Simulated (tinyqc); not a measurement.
Thermal boundary conductance by the acoustic and diffuse mismatch models: one step, computed by the program tinyqc. Command: `OMP_NUM_THREADS=1 python tinyqc.py 3019672 3019673 out.jsonl kapitza walk`. One thread of a shared host (Intel(R) Xeon(R) Processor @ 2.30GHz), about 0.01 s of CPU time with the checks.

Each side has one longitudinal and two transverse Debye branches, omega = v q up to q_D = (6 pi^2 n)^(1/3), with n counting all atoms. Scattering at the interface is elastic. Electrons are left out of G, also for metals. Melting is ignored. G refers to the temperatures of the phonons sent towards the interface. Linear branches over all atoms overstate G at high T, most for crystals with several atoms a cell.

Task: Cut-off frequencies and impedances. omega_c = v q_D for each branch, given as hbar omega_c/k_B; impedance Z = rho v.

Inputs (values chosen for the exercise, modelled on germanium (side 1) and lead (side 2)):
```
quantity                    value    unit
density rho_1                5.41  g/cm^3
longitudinal velocity vL_1   5370     m/s
transverse velocity vT_1     3260     m/s
atom density n_1             43.5  1/nm^3
density rho_2                11.3  g/cm^3
longitudinal velocity vL_2   2410     m/s
transverse velocity vT_2      990     m/s
atom density n_2             32.5  1/nm^3
```

Structure: film on a substrate.

Constants: hbar = 1.054571817e-34 J s; k_B = 1.380649e-23 J/K.

Give: Branches.

Result:

Branches:
```
branch     v (m/s)  cut-off (K)  Z (1e6 kg/(m^2 s))
L, side 1     5370        562.3             29.0517
T, side 1     3260        341.3             17.6366
L, side 2     2410        229.0             27.2330
T, side 2      990         94.1             11.1870
```
